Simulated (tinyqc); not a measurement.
Thickness, silicon consumed, volume change, sheet resistance: thermodynamics of metal silicides: hull, first phase, silicon consumed, nucleation and stability against SiO2. Computed by tinyqc, a small Python program. Command: `OMP_NUM_THREADS=1 python tinyqc.py 3031907 3031908 out.jsonl silphase walk`. One thread of a shared host (Intel(R) Xeon(R) Processor @ 2.30GHz), about 0.01 s of CPU time with the checks.

Entropies of formation of the solids are neglected, so heats stand for free energies. Si fractions: M2Si 0.3333, MSi 0.5000, MSi2 0.6667.

Inputs (values chosen for the exercise, for a model metal): molar volume of M = 9.09 cm^3/mol; molar volume of Si = 12.06 cm^3/mol; metal thickness t = 19 nm.

Phases: M2Si, MSi, MSi2.

volumes of the three phases per mole of M (cm^3/mol): [13.1, 17.7, 27.8]

resistivities of the three phases (microohm cm): [58, 19, 34]

Method. Per phase M_a Si_b, for ample silicon (not limited to t_Si): silicide thickness = t V/V_M; silicon consumed = t (b/a) V_Si/V_M; net volume change = V/(V_M + (b/a) V_Si) - 1; the top surface lies (silicide thickness - silicon consumed) above the old interface; sheet resistance = resistivity/thickness.

Films:
```
phase,thickness (nm),Si consumed (nm),volume change (%),top above old interface (nm),sheet resistance (ohm)
M2Si,27.382,12.604,-13.360,14.778,21.182
MSi,36.997,25.208,-16.312,11.789,5.136
MSi2,58.108,50.416,-16.290,7.692,5.851
```

silicon consumed by MSi = 25.208 nm

sheet resistance of MSi = 5.1356 ohm

What follows from these numbers?

For a given sheet resistance the silicon consumed goes as resistivity x (b/a)/V: M2Si 2.21, MSi 1.07, MSi2 2.45. It is least for MSi, which matters on shallow junctions and thin silicon. All three reactions shrink the total volume.

Extremes, crossings and ranges named in words are read from the listed rows.
